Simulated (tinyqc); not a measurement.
Atomic layer deposition: Langmuir saturation, growth per cycle and coating of deep features: one step, computed by the program tinyqc. Command: `OMP_NUM_THREADS=1 python tinyqc.py 3028890 3028891 out.jsonl ald walk`. One thread of a shared host (Intel(R) Xeon(R) Processor @ 2.30GHz), about 0.04 s of CPU time with the checks.

Precursor A sticks only on free sites, so a long enough pulse saturates; co-reactant B then frees the sites again.

Question. Flux and saturation time. Wall flux F = p/sqrt(2 pi M k_B T); rate of filling k_a = beta F/q; desorption k_d = 1e13 exp(-E_d/(k_B T)) per second. 1/m^2 = 1e-18/nm^2. Temperatures in kelvin are T(C) + 273.15.

Inputs (values chosen for the exercise, modelled on titanium nitride from the chloride and ammonia):
```
quantity                                 value    unit
precursor mass M                           190       u
site density q                             2.1  1/nm^2
sticking probability beta on free sites  0.038       -
precursor pressure p                        13      Pa
temperature T                              175       C
desorption energy E_d                     1.65      eV
```

Constants: u = 1.6605390666e-27 kg; k_B = 1.380649e-23 J/K; k_B = 8.617333262e-05 eV/K.

Give: flux F; k_a; k_d; time to 99 % without desorption, ln(100)/k_a.

Answer.

flux F = 1.174e+05 1/(nm^2 s)

k_a = 2124 1/s

k_d = 2.783e-06 1/s

time to 99 % without desorption, ln(100)/k_a = 0.002168 s
